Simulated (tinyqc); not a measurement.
Valley splitting of a silicon quantum well in envelope theory: sweeps and comparisons. A value that a table varies takes the place of the one given here.

The well lies at 0 < z < L; U(z) = V0 [1/(1 + exp(z/w)) + 1/(1 + exp((L - z)/w))] - e F z, 1 mV/nm = 1e-4 eV/angstrom. The envelope psi solves -(c/ml) psi'' + U psi = E psi, c = hbar^2/2m0, by three-point differences on a grid of 0.1 angstrom from -40 to L + 40 angstrom. The two valleys at +/- k0 couple through D = C0 times the integral of exp(-i q z) U(z) psi^2, q = 2 k0 (2 pi/a), and split by Ev = 2|D|.

Random alloy: with Y(z) = Yw + (Yb - Yw) B(z), B the bracket in U, and in-plane density exp(-r^2/ad^2)/(pi ad^2), D gains a random complex part of variance sigma^2 = (C0^2/pi)(a^2 V0/(8 ad (Yb - Yw)))^2 (4/a) times the integral of psi^4 Y (1 - Y). Alone it gives a mean splitting sqrt(pi) sigma; together with the smooth part the rms splitting is 2 sqrt(|D|^2 + sigma^2).

Constants: hbar^2/2m0 = 3.80998211 eV angstrom^2.

Inputs chosen for the exercise (near those of a strained Si well in SiGe; the results hold for these values, not for the real material):
```
symbol  value                                           unit      meaning
L       78                                              angstrom  well width
V0      0.19                                            eV        conduction offset
ml      0.923                                           m0        mass along z
F       5.7                                             mV/nm     field pressing towards the upper interface
k0      0.832                                           2 pi/a    valley position
a       5.431                                           angstrom  lattice constant
C0      0.265                                                     Bloch overlap factor
Yb      0.29                                                      Ge share of the barrier
Yw      0.05                                                      Ge share of the well
ad      100                                             angstrom  dot radius
ws      (0.2, 0.7, 0.9, 1.4, 1.9, 3, 4.2)               angstrom  interface widths
Ls      (78, 79.4, 80.7, 82.1, 83.4, 84.8, 86.1, 87.5)  angstrom  widths in steps of one atomic layer, a/4, rounded to the grid
F2      0                                               mV/nm     second field, zero or weak
w1      0.6                                             angstrom  interface width for this table
w       1.1                                             angstrom  interface width parameter
```

## Sharpness of the interface

The smooth part 2|D| and the disorder part against w, beside y/sinh(y) with y = pi q w. The 12 to 88 % width of the step is 4w.

Results:
```
w (angstrom)  4w (angstrom)  2|D| (micro-eV)  y/sinh(y)  sqrt(pi) sigma (micro-eV)
0.2                     0.8           124.07       0.79                      213.6
0.7                     2.8            19.98       0.12                      213.7
0.9                     3.6             7.79      0.047                      213.7
1.4                     5.6             0.61     0.0036                      213.9
1.9                     7.6             0.04    0.00023                      214.2
3.0                    12.0             0.00    4.8e-07                      215.4
4.2                    16.8             0.00    4.7e-10                      217.9
```

The smooth part needs a Fourier component of U psi^2 at a wavelength of 3.26 angstrom; from the first row to the third it falls by a factor 15.9, while y/sinh(y) falls by 16.8 (the envelope near the step and the phase between the two interfaces change too). The disorder part goes from 213.6 to 217.9 micro-eV. It exceeds the smooth part in every row.

## Adding atomic layers

The smooth splitting Ev = 2|D| with w = w1, at the field F2 and at F.

Results:
```
L (angstrom)  q L mod 2 pi  Ev at F2 (micro-eV)  Ev at F (micro-eV)
78.0                  5.64                 11.6                31.1
79.4                  2.06                 3.16                30.5
80.7                  4.56                 11.9                31.0
82.1                  0.97                 3.21                30.5
83.4                  3.47                 8.96                30.7
84.8                  6.17                 7.68                30.7
86.1                  2.39                 4.09                30.5
87.5                  5.08                 9.38                30.7
```

At F2 the splitting swings between 3.16 and 11.9 micro-eV, a ratio of 3.76, as the two interfaces add with the phase q L, which advances on average by 2.61 rad a layer. At F the ratio is 1.02, where in the first row psi^2 at the upper interface is 79.5 times that at the lower one: one interface dominates and the interference fades.

## What each parameter does

Orbital spacing, psi^2 at z = L, the smooth splitting and sigma; V0 is held fixed when Yw changes. Each row changes one parameter from the base and keeps the others.

Results:
```
case               E2 - E1 (meV)  psi^2(L) (1e-3/angstrom)  2|D| (micro-eV)  sigma (micro-eV)
base                       21.45                     2.606             2.89             120.6
ad = 140 angstrom          21.45                     2.606             2.89              86.2
Yw = 0.08                  21.45                     2.606             2.89             171.4
L = 84 angstrom            20.49                     2.584             2.83             120.1
V0 = 0.237 eV              21.73                     2.011             2.89             150.7
w = 0.77 angstrom          21.35                     2.794            14.47             120.6
F = 8.55 mV/nm             25.96                     3.907             4.29             128.2
k0 = 0.812 2 pi/a          21.45                     2.606             3.31             120.6
C0 = 0.318                 21.45                     2.606             3.46             144.7
```

The largest shifts from the base row, up to three for each result and ties (the steps differ in size, so this ranks the rows, not the parameters). E2 - E1 (meV): F +4.51, L -0.96, V0 +0.27; unchanged at the printed digits by ad, Yw, k0 and C0. psi^2(L) (1e-3/angstrom): F +1.301, V0 -0.596, w +0.188; unchanged at the printed digits by ad, Yw, k0 and C0. 2|D| (micro-eV): w +11.59, F +1.40, C0 +0.58; unchanged at the printed digits by ad, Yw and V0. sigma (micro-eV): Yw +50.8, ad -34.5, V0 +30.0; unchanged at the printed digits by w and k0.

Computed by tinyqc, a small Python program: `OMP_NUM_THREADS=1 python tinyqc.py 1281505 1281506 out.jsonl` (the numbers bound the seed that draws the inputs); one thread of a shared host (Intel(R) Xeon(R) Processor @ 2.30GHz), about 0.07 s for the whole set of steps.
